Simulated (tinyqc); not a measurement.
Comparisons within one model: band gaps under pressure and temperature from deformation potentials. A value that a table varies takes the place of the one given here.

Murnaghan: V/V0 = (1 + Bp P/B0)^(-1/Bp), B0 = (C11 + 2 C12)/3. Each gap moves by a ln(V/V0) with its volume potential a, and falls with temperature by aV T^2/(T + bV) (Varshni); the two effects are added. No change of phase is considered.

Constants: hc = 1239.841984 eV nm.

Parameters, chosen for this exercise (near those of GaP, the X and L potentials typical of such crystals; shifted at random, so the results belong to these values and not to a real crystal): Eg = 2.918 eV (gap at Gamma to the s-like level at 0 K, 0 GPa); EgX = 2.317 eV (gap to X at 0 K, 0 GPa); EgL = 2.689 eV (gap to L at 0 K, 0 GPa); C11 = 142 GPa; C12 = 60.9 GPa; Bp = 4.97 (pressure derivative of the bulk modulus); aG = -9.99 eV (volume potential of the Gamma gap); aX = 1.03 eV (volume potential of the X gap); aL = -3.91 eV (volume potential of the L gap); aV = (0.601, 0.553, 0.605) meV/K (Varshni alpha of Gamma, X, L); bV = (393, 397, 383) K (Varshni beta of Gamma, X, L); T = 300 K (temperature); P = 0.6 GPa (pressure).

## Gaps against pressure

The last column is the linear form E0 + c1 P for Gamma, c1 = -aG/B0.

Gaps (eV):
```
P (GPa)  ln(V/V0)  Gamma      X      L  lowest  Gamma, linear
0.00       0.0000  2.840  2.246  2.609       X          2.840
1.50      -0.0164  3.004  2.229  2.673       X          3.010
3.00      -0.0315  3.155  2.213  2.733       X          3.181
4.50      -0.0456  3.295  2.199  2.788       X          3.351
6.00      -0.0588  3.427  2.185  2.839       X          3.522
7.50      -0.0711  3.550  2.172  2.887       X          3.692
9.00      -0.0827  3.667  2.160  2.933       X          3.862
10.50     -0.0937  3.776  2.149  2.976       X          4.033
12.00     -0.1042  3.881  2.138  3.017       X          4.203
```

How do the results move?

Over 12 GPa Gamma moves by +1.041, L by +0.407 and X by -0.107 eV. X stays lowest. The linear form overshoots by 323 meV at the end, because the crystal stiffens; the gap is linear in ln V, not in P.

## Gaps against temperature

At the pressure P; wavelength hc/E of the lowest gap.

Gaps (eV):
```
T (K)   Gamma       X       L  lowest  wavelength (nm)
0      2.9850  2.3101  2.7152       X            536.7
50     2.9816  2.3070  2.7117       X            537.4
100    2.9728  2.2990  2.7027       X            539.3
200    2.9445  2.2730  2.6737       X            545.5
300    2.9070  2.2387  2.6355       X            553.8
400    2.8638  2.1991  2.5916       X            563.8
500    2.8168  2.1560  2.5439       X            575.1
600    2.7671  2.1104  2.4937       X            587.5
```

What can be read from the table?

From 0 to 100 K the Gamma gap falls by 12.2 meV, from 500 to 600 K by 49.6 meV: quadratic below bV, linear with a slope tending to aV = 0.601 meV/K above. X stays lowest. A pressure of 0.69 GPa, with the slope -aG/B0 at zero pressure, would undo the fall of the Gamma gap from 0 to 300 K.

## What each parameter does

Gaps at P and T. Each row changes one parameter from the base and keeps the others.

Results:
```
case             Gamma (eV)  X (eV)  L (eV)
base                 2.9070  2.2387  2.6355
T = 350 K            2.8859  2.2194  2.6141
C11 = 127.8 GPa      2.9107  2.2383  2.6370
C12 = 54.81 GPa      2.9102  2.2384  2.6368
Bp = 4.473           2.9071  2.2387  2.6356
aG = -8.991 eV       2.9003  2.2387  2.6355
aX = 0.927 eV        2.9070  2.2394  2.6355
aL = -3.519 eV       2.9070  2.2387  2.6329
P = 0.54 GPa         2.9004  2.2394  2.6329
```

What does this show?

The largest shifts from the base row, up to three for each result and ties (the steps differ in size, so this ranks the rows, not the parameters). Gamma (eV): T -0.0210, aG -0.0067, P -0.0066; unchanged at the printed digits by aX and aL. X (eV): T -0.0193, aX +0.0007, P +0.0007; unchanged at the printed digits by Bp, aG and aL. L (eV): T -0.0214, aL -0.0026, P -0.0026; unchanged at the printed digits by aG and aX.

Program tinyqc; command `OMP_NUM_THREADS=1 python tinyqc.py 1081311 1081312 out.jsonl`; about 0.01 s on one thread of a shared Intel(R) Xeon(R) Processor @ 2.30GHz.
